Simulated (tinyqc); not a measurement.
# Worked calculation: thermionic-field emission through a Schottky barrier, WKB

Computed by the program tinyqc: `OMP_NUM_THREADS=1 python tinyqc.py 2640043 2640044 out.jsonl`, one thread of a shared Intel Xeon 2.30GHz, about 0.01 s for the whole run. Printed values are rounded.

Metal on an n-type semiconductor with one parabolic valley; V > 0 is forward bias (metal positive). Energies E are counted from the conduction edge of the neutral semiconductor, whose Fermi level lies at -xi; that of the metal lies at -xi - V. The barrier is a parabola of height Vd = phi - xi - V (depletion approximation, no image force).

Inputs (values chosen for the exercise); band and dielectric values close to those of In0.53Ga0.47As:
- T = 350 K (temperature)
- me = 0.0414 m0 (electron mass)
- eps_r = 13.9 (relative permittivity)
- phi = 0.44 eV (barrier height seen from the metal)
- Nd = 8.3e18 cm^-3 (donor density)
- V = 0.21 V (bias)
- nE = 13 (points of the energy grid)
- Eb = 0.77 eV (upper end of the energy grid)

Constants: q = 1.602176634e-19 C, kB = 1.380649e-23 J/K, hbar = 1.054571817e-34 J s, h = 6.62607015e-34 J s, m0 = 9.1093837015e-31 kg, Vt = kB T/q, eps0 = 8.8541878128e-14 F/cm where lengths are in cm. Results are converted to the units shown.

Range of the model: The depletion approximation, a parabolic band and the neglect of image-force lowering make these currents estimates at high doping.

## Fermi level, barrier and E00

Nc = 2 (2 pi me m0 kB T/h^2)^1.5 (times 1e-6 for cm^-3); Nd = Nc F12(-xi/Vt), F12(x) = (2/sqrt(pi)) int_0^infinity sqrt(u)/(1 + exp(u - x)) du; E00 = (hbar/2) sqrt(Nd/(me m0 eps0 eps_r)) in SI units (volts). W = sqrt(2 eps0 eps_r Vd/(q Nd)).

Nc = 2.66375e17 cm^-3
xi = -0.358973 eV
Vd = 0.588973 V
W = 10.4412 nm
E00 = 70.5113 meV
E00/Vt = 2.33786

By a common rule of thumb, E00/Vt below 0.5 marks thermionic emission, 0.5 to 5 thermionic-field emission and above 5 field emission. By that rule alone: thermionic-field emission; with a high barrier, tunnelling near its top can carry most of the current even below 0.5.

## Current density on a coarse grid

For E < Vd, ln T(E) = -(Vd/E00) [sqrt(1 - y) - y ln((1 + sqrt(1 - y))/sqrt(y))], y = E/Vd; T(E) = 1 above. J = A* T (q/kB) int_0^infinity T(E) N(E) dE, N = ln[(1 + exp((-xi - E)/Vt))/(1 + exp((-xi - V - E)/Vt))], A* = 4 pi q me m0 kB^2/h^3 (times 1e-4 for A/(cm^2 K^2)). Simpson's rule on nE equally spaced points from 0 to Eb.

```
point,E (eV),T(E),N,T(E) N
0,0.000000,2.35716e-4,6.95558,0.00163954
1,0.064167,0.00189008,6.90441,0.0130499
2,0.128333,0.00785018,6.55477,0.0514562
3,0.192500,0.0249423,5.31151,0.132481
4,0.256667,0.0656742,3.39738,0.223120
5,0.320833,0.148421,1.50991,0.224102
6,0.385000,0.292853,0.351605,0.102969
7,0.449167,0.507541,0.0489949,0.0248669
8,0.513333,0.768542,0.00596481,0.00458421
9,0.577500,0.984916,7.12493e-4,7.01746e-4
10,0.641667,1,8.49098e-5,8.49098e-5
11,0.705833,1,1.01161e-5,1.01161e-5
12,0.770000,1,1.20520e-6,1.20520e-6
```

J = 1.01435e6 A/cm^2

The integrand peaks at E = 0.321 eV among these points, 0.54 of the barrier height. A converged quadrature gives 1.010e6 A/cm^2 (this grid is 0.46 % above that), of which 0.029 % passes over the barrier.
